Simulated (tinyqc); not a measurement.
Inside a calculation. Method: CIS on RHF in the 3-21g basis, for H3+, spin multiplicity 1. One step of it, computed by the program tinyqc.

Question. CIS matrix, singlets. A(ia,jb) = (e_a - e_i) d_ij d_ab + 2 (ia|jb) - (ij|ab).

orbital energies (hartree): MO1 -1.111809, MO2 -0.223531, MO3 -0.195486, MO4 0.570738, MO5 0.809565, MO6 0.856742

Two-electron integrals over orbitals (pq|rs), unique and non-zero (hartree):
```
(11|11) 0.604656    (21|11) -0.000090   (21|21) 0.104667    (22|11) 0.471428
(22|21) 0.000576    (22|22) 0.452128    (31|11) 0.007701    (31|21) 1.01e-06
(31|22) -0.046172   (31|31) 0.099303    (32|11) 2.47e-06    (32|21) -0.050633
(32|22) -0.000049   (32|31) -0.000526   (32|32) 0.040561    (33|11) 0.467251
(33|21) -0.000574   (33|22) 0.373684    (33|31) 0.046379    (33|32) 0.000048
(33|33) 0.440899    (41|11) 0.122756    (41|21) -0.000058   (41|22) 0.063312
(41|31) 0.004434    (41|32) 2.96e-06    (41|33) 0.061093    (41|41) 0.068967
(42|11) -0.000086   (42|21) 0.004042    (42|22) -0.000024   (42|31) 8.11e-08
(42|32) -0.000924   (42|33) -0.000043   (42|41) -0.000064   (42|42) 0.031435
(43|11) 0.006237    (43|21) 3.77e-08    (43|22) 0.002785    (43|31) -0.000654
(43|32) 4.17e-06    (43|33) 0.001952    (43|41) 0.004837    (43|42) 1.16e-06
(43|43) 0.034098    (44|11) 0.477349    (44|21) -0.000141   (44|22) 0.395929
(44|31) 0.010849    (44|32) 0.000010    (44|33) 0.399423    (44|41) 0.073250
(44|42) -0.000046   (44|43) 0.002842    (44|44) 0.411292    (51|11) 0.000012
(51|21) -0.070683   (51|22) -0.000444   (51|31) 2.62e-06    (51|32) 0.035496
(51|33) 0.000370    (51|41) 0.000037    (51|42) -0.034028   (51|43) -9.19e-07
(51|44) 0.000060    (51|51) 0.082084    (52|11) -0.137845   (52|21) -0.000413
(52|22) -0.094698   (52|31) 0.032957    (52|32) 0.000019    (52|33) -0.063646
(52|41) -0.064074   (52|42) -0.000168   (52|43) 0.013164    (52|44) -0.083613
(52|51) 0.000515    (52|52) 0.097060    (53|11) 0.000007    (53|21) 0.033780
(53|22) 0.000020    (53|31) 0.000357    (53|32) -0.012597   (53|33) -0.000007
(53|41) -7.67e-07   (53|42) 0.016146    (53|43) 0.000162    (53|44) -6.35e-07
(53|51) -0.038450   (53|52) -0.000042   (53|53) 0.024037    (54|11) 0.000078
(54|21) -0.094158   (54|22) -0.000534   (54|31) -2.07e-06   (54|32) 0.046550
(54|33) 0.000521    (54|41) 0.000060    (54|42) -0.009140   (54|43) -8.86e-07
(54|44) 0.000135    (54|51) 0.073130    (54|52) 0.000435    (54|53) -0.034991
(54|54) 0.099161    (55|11) 0.536880    (55|21) 0.000934    (55|22) 0.481389
(55|31) -0.065899   (55|32) -0.000110   (55|33) 0.394534    (55|41) 0.110007
(55|42) 0.000176    (55|43) -0.012449   (55|44) 0.439184    (55|51) -0.000941
(55|52) -0.157489   (55|53) 0.000090    (55|54) -0.000999   (55|55) 0.580902
(61|11) -0.002132   (61|21) -0.000008   (61|22) 0.039058    (61|31) -0.071061
(61|32) 0.000415    (61|33) -0.033629   (61|41) -0.003243   (61|42) -0.000006
(61|43) -0.033121   (61|44) -0.005164   (61|51) 3.49e-06    (61|52) -0.042614
(61|53) -0.000426   (61|54) 0.000010    (61|55) 0.072947    (61|61) 0.087700
(62|11) -0.000015   (62|21) 0.040735    (62|22) 0.000013    (62|31) 0.000428
(62|32) -0.016685   (62|33) -0.000024   (62|41) -0.000011   (62|42) 0.017816
(62|43) 0.000181    (62|44) -0.000016   (62|51) -0.044706   (62|52) -0.000034
(62|53) 0.025119    (62|54) -0.041906   (62|55) 0.000086    (62|61) -0.000500
(62|62) 0.030279    (63|11) -0.138985   (63|21) 0.000439    (63|22) -0.065965
(63|31) -0.035673   (63|32) -0.000018   (63|33) -0.087781   (63|41) -0.066233
(63|42) 0.000219    (63|43) -0.016737   (63|44) -0.087679   (63|51) -0.000444
(63|52) 0.048536    (63|53) 0.000029    (63|54) -0.000444   (63|55) -0.093333
(63|61) 0.037949    (63|62) 0.000042    (63|63) 0.092265    (64|11) -0.006805
(64|21) -0.000017   (64|22) 0.046376    (64|31) -0.094059   (64|32) 0.000528
(64|33) -0.045168   (64|41) -0.004752   (64|42) -2.98e-06   (64|43) -0.007734
(64|44) -0.010740   (64|51) 0.000010    (64|52) -0.038109   (64|53) -0.000408
(64|54) 0.000019    (64|55) 0.077567    (64|61) 0.080563    (64|62) -0.000486
(64|63) 0.038955    (64|64) 0.106576    (65|11) 0.000007    (65|21) -0.079701
(65|22) -0.000096   (65|31) -0.000751   (65|32) 0.046355    (65|33) 0.000089
(65|41) 0.000011    (65|42) -0.020785   (65|43) -0.000197   (65|44) 0.000025
(65|51) 0.075241    (65|52) 0.000085    (65|53) -0.033384   (65|54) 0.084368
(65|55) -0.000257   (65|61) 0.000790    (65|62) -0.040168   (65|63) -0.000077
(65|64) 0.000883    (65|65) 0.082574    (66|11) 0.553902    (66|21) -0.000919
(66|22) 0.409399    (66|31) 0.066136    (66|32) 0.000101    (66|33) 0.474784
(66|41) 0.120666    (66|42) -0.000304   (66|43) 0.021881    (66|44) 0.458605
(66|51) 0.000811    (66|52) -0.101745   (66|53) -0.000068   (66|54) 0.000959
(66|55) 0.460899    (66|61) -0.064128   (66|62) -0.000101   (66|63) -0.157134
(66|64) -0.074801   (66|65) 0.000235    (66|66) 0.591415
```

Give: CIS matrix A, singlet.

Answer.

CIS matrix A, singlet (hartree):
```
         1>2      1>3     1>4      1>5      1>6
1>2   0.6262   0.0000  0.0000  -0.0035   0.0000
1>3   0.0000   0.6477  0.0026   0.0000  -0.0031
1>4   0.0000   0.0026  1.3431   0.0000   0.0003
1>5  -0.0035   0.0000  0.0000   1.5487   0.0000
1>6   0.0000  -0.0031  0.0003   0.0000   1.5900
```
